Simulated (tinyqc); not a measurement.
Inside a calculation. Method: tight binding, dimerised chain. One step of it, computed by the program tinyqc.

Problem. Levels at k. Diagonalise the Hermitian matrix.

H(k) at k (eV):
```
                     A                    B
A             0.000000  -1.460000+1.670000i
B  -1.460000-1.670000i             0.000000
```

Give: eigenvalues; weights |c|^2 of the basis functions.

Solution.

eigenvalues (eV): -2.218  2.218

weights |c|^2 of the basis functions:
```
   band 1  band 2
A   0.500   0.500
B   0.500   0.500
```
